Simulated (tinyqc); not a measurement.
Inside a calculation. Method: RKS/LDA (PW92) in the sto-3g basis, for BeH2, spin multiplicity 1. One step of it, computed by the program tinyqc.

Question. Iteration 1: building the Kohn-Sham matrix. J_ij = sum D_kl (ij|kl); F = H + J + V_xc; E = tr D H + tr D J / 2 + E_xc + E_nn.

D at the start:
```
            1Be 1s     1Be 2s   1Be 2px    1Be 2py    1Be 2pz      2H 1s      3H 1s
1Be 1s    2.137362  -0.514307  0.000000   0.000000  -0.061224  -0.019298  -0.019298
1Be 2s   -0.514307   1.882263  0.000000   0.000000   0.245518   0.127129   0.127129
1Be 2px   0.000000   0.000000  0.000000   0.000000   0.000000   0.000000   0.000000
1Be 2py   0.000000   0.000000  0.000000   2.105599   0.000000  -0.057971   0.057971
1Be 2pz  -0.061224   0.245518  0.000000   0.000000   0.032042   0.016628   0.016628
2H 1s    -0.019298   0.127129  0.000000  -0.057971   0.016628   0.010302   0.007110
3H 1s    -0.019298   0.127129  0.000000   0.057971   0.016628   0.007110   0.010302
```

core Hamiltonian H = T + V (hartree):
```
            1Be 1s     1Be 2s    1Be 2px    1Be 2py    1Be 2pz      2H 1s      3H 1s
1Be 1s   -8.564063  -2.113127   0.000000   0.000000  -0.002603  -0.387316  -0.387316
1Be 2s   -2.113127  -2.771825   0.000000   0.000000  -0.023697  -1.035898  -1.035898
1Be 2px   0.000000   0.000000  -2.239490   0.000000   0.000000   0.000000   0.000000
1Be 2py   0.000000   0.000000   0.000000  -2.431075   0.000000  -1.128648   1.128648
1Be 2pz  -0.002603  -0.023697   0.000000   0.000000  -2.241156  -0.107353  -0.107353
2H 1s    -0.387316  -1.035898   0.000000  -1.128648  -0.107353  -2.030258  -0.063494
3H 1s    -0.387316  -1.035898   0.000000   1.128648  -0.107353  -0.063494  -2.030258
```

Two-electron integrals (ij|kl) in chemists' order, unique and non-zero (hartree):
```
(11|11) 2.298831    (21|11) 0.392036    (21|21) 0.079539    (22|11) 0.570988
(22|21) 0.143041    (22|22) 0.417683    (31|31) 0.014607    (32|31) 0.021888
(32|32) 0.092265    (33|11) 0.569578    (33|21) 0.143083    (33|22) 0.417589
(33|33) 0.449859    (41|41) 0.014607    (42|41) 0.021888    (42|42) 0.092265
(43|43) 0.024249    (44|11) 0.569578    (44|21) 0.143083    (44|22) 0.417589
(44|33) 0.401360    (44|44) 0.449859    (51|51) 0.014607    (52|51) 0.021888
(52|52) 0.092265    (53|53) 0.024249    (54|54) 0.024249    (55|11) 0.569578
(55|21) 0.143083    (55|22) 0.417589    (55|33) 0.401360    (55|44) 0.401360
(55|55) 0.449859    (61|11) 0.069999    (61|21) 0.014195    (61|22) 0.025749
(61|33) 0.025570    (61|41) 0.001246    (61|42) 0.002356    (61|44) 0.026116
(61|51) 0.000116    (61|52) 0.000220    (61|54) 0.000051    (61|55) 0.025575
(61|61) 0.002656    (62|11) 0.178815    (62|21) 0.045500    (62|22) 0.145923
(62|33) 0.140283    (62|41) 0.005914    (62|42) 0.037095    (62|44) 0.156926
(62|51) 0.000552    (62|52) 0.003459    (62|54) 0.001552    (62|55) 0.140428
(62|61) 0.008984    (62|62) 0.077589    (63|31) 0.004058    (63|32) 0.019286
(63|43) 0.006328    (63|53) 0.000590    (63|63) 0.006882    (64|11) 0.194409
(64|21) 0.050050    (64|22) 0.168224    (64|33) 0.158267    (64|41) 0.009552
(64|42) 0.057467    (64|44) 0.187822    (64|51) 0.000512    (64|52) 0.003561
(64|54) 0.002166    (64|55) 0.158414    (64|61) 0.010299    (64|62) 0.101473
(64|64) 0.136682    (65|11) 0.018129    (65|21) 0.004667    (65|22) 0.015688
(65|33) 0.014759    (65|41) 0.000512    (65|42) 0.003561    (65|44) 0.016335
(65|51) 0.004106    (65|52) 0.019618    (65|54) 0.006475    (65|55) 0.015953
(65|61) 0.000960    (65|62) 0.009463    (65|64) 0.012104    (65|65) 0.008011
(66|11) 0.346912    (66|21) 0.089821    (66|22) 0.323503    (66|33) 0.300238
(66|41) 0.013316    (66|42) 0.109094    (66|44) 0.369159    (66|51) 0.001242
(66|52) 0.010173    (66|54) 0.006427    (66|55) 0.300837    (66|61) 0.018136
(66|62) 0.220954    (66|64) 0.306085    (66|65) 0.028544    (66|66) 0.774606
(71|11) 0.069999    (71|21) 0.014195    (71|22) 0.025749    (71|33) 0.025570
(71|41) -0.001246   (71|42) -0.002356   (71|44) 0.026116    (71|51) 0.000116
(71|52) 0.000220    (71|54) -0.000051   (71|55) 0.025575    (71|61) 0.002428
(71|62) 0.007592    (71|64) 0.008070    (71|65) 0.000819    (71|66) 0.014847
(71|71) 0.002656    (72|11) 0.178815    (72|21) 0.045500    (72|22) 0.145923
(72|33) 0.140283    (72|41) -0.005914   (72|42) -0.037095   (72|44) 0.156926
(72|51) 0.000552    (72|52) 0.003459    (72|54) -0.001552   (72|55) 0.140428
(72|61) 0.007592    (72|62) 0.039304    (72|64) 0.041632    (72|65) 0.004740
(72|66) 0.082260    (72|71) 0.008984    (72|72) 0.077589    (73|31) 0.004058
(73|32) 0.019286    (73|43) -0.006328   (73|53) 0.000590    (73|63) 0.002708
(73|73) 0.006882    (74|11) -0.194409   (74|21) -0.050050   (74|22) -0.168224
(74|33) -0.158267   (74|41) 0.009552    (74|42) 0.057467    (74|44) -0.187822
(74|51) -0.000512   (74|52) -0.003561   (74|54) 0.002166    (74|55) -0.158414
(74|61) -0.008070   (74|62) -0.041632   (74|64) -0.042821   (74|65) -0.004948
(74|66) -0.086623   (74|71) -0.010299   (74|72) -0.101473   (74|74) 0.136682
(75|11) 0.018129    (75|21) 0.004667    (75|22) 0.015688    (75|33) 0.014759
(75|41) -0.000512   (75|42) -0.003561   (75|44) 0.016335    (75|51) 0.004106
(75|52) 0.019618    (75|54) -0.006475   (75|55) 0.015953    (75|61) 0.000819
(75|62) 0.004740    (75|64) 0.004948    (75|65) 0.003267    (75|66) 0.010118
(75|71) 0.000960    (75|72) 0.009463    (75|74) -0.012104   (75|75) 0.008011
(76|11) 0.010698    (76|21) 0.002650    (76|22) 0.007534    (76|33) 0.007422
(76|44) 0.007734    (76|51) 0.000066    (76|52) 0.000327    (76|55) 0.007443
(76|61) 0.000479    (76|62) 0.002713    (76|64) 0.003170    (76|65) 0.000363
(76|66) 0.006178    (76|71) 0.000479    (76|72) 0.002713    (76|74) -0.003170
(76|75) 0.000363    (76|76) 0.000139    (77|11) 0.346912    (77|21) 0.089821
(77|22) 0.323503    (77|33) 0.300238    (77|41) -0.013316   (77|42) -0.109094
(77|44) 0.369159    (77|51) 0.001242    (77|52) 0.010173    (77|54) -0.006427
(77|55) 0.300837    (77|61) 0.014847    (77|62) 0.082260    (77|64) 0.086623
(77|65) 0.010118    (77|66) 0.174984    (77|71) 0.018136    (77|72) 0.220954
(77|74) -0.306085   (77|75) 0.028544    (77|76) 0.006178    (77|77) 0.774606
```

nuclear repulsion = 2.96277642 hartree

V_xc (hartree):
```
            1Be 1s     1Be 2s    1Be 2px    1Be 2py    1Be 2pz      2H 1s      3H 1s
1Be 1s   -1.453775  -0.223420   0.000000   0.000000  -0.002457  -0.040530  -0.040530
1Be 2s   -0.223420  -0.361646   0.000000   0.000000  -0.016032  -0.132978  -0.132978
1Be 2px   0.000000   0.000000  -0.336311   0.000000   0.000000   0.000000   0.000000
1Be 2py   0.000000   0.000000   0.000000  -0.403986   0.000000  -0.157156   0.157156
1Be 2pz  -0.002457  -0.016032   0.000000   0.000000  -0.336470  -0.016265  -0.016265
2H 1s    -0.040530  -0.132978   0.000000  -0.157156  -0.016265  -0.293492  -0.007110
3H 1s    -0.040530  -0.132978   0.000000   0.157156  -0.016265  -0.007110  -0.293492
```

E_xc = sum of w rho eps_xc = -3.39780845 hartree

Give: Coulomb J; Kohn-Sham matrix F; total energy of this density.

Answer.

Coulomb J (hartree):
```
         1Be 1s  1Be 2s  1Be 2px  1Be 2py  1Be 2pz  2H 1s   3H 1s
1Be 1s    6.851   1.344    0.000    0.000    0.009  0.242   0.242
1Be 2s    1.344   2.793    0.000    0.000    0.045  0.963   0.963
1Be 2px   0.000   0.000    2.754    0.000    0.000  0.000   0.000
1Be 2py   0.000   0.000    0.000    2.859    0.000  1.102  -1.102
1Be 2pz   0.009   0.045    0.000    0.000    2.756  0.110   0.110
2H 1s     0.242   0.963    0.000    1.102    0.110  2.091   0.052
3H 1s     0.242   0.963    0.000   -1.102    0.110  0.052   2.091
```

Kohn-Sham matrix F (hartree):
```
         1Be 1s  1Be 2s  1Be 2px  1Be 2py  1Be 2pz   2H 1s   3H 1s
1Be 1s   -3.166  -0.993    0.000    0.000    0.004  -0.186  -0.186
1Be 2s   -0.993  -0.340    0.000    0.000    0.005  -0.206  -0.206
1Be 2px   0.000   0.000    0.178    0.000    0.000   0.000   0.000
1Be 2py   0.000   0.000    0.000    0.024    0.000  -0.183   0.183
1Be 2pz   0.004   0.005    0.000    0.000    0.178  -0.014  -0.014
2H 1s    -0.186  -0.206    0.000   -0.183   -0.014  -0.233  -0.019
3H 1s    -0.186  -0.206    0.000    0.183   -0.014  -0.019  -0.233
```

total energy of this density = -14.81255 hartree
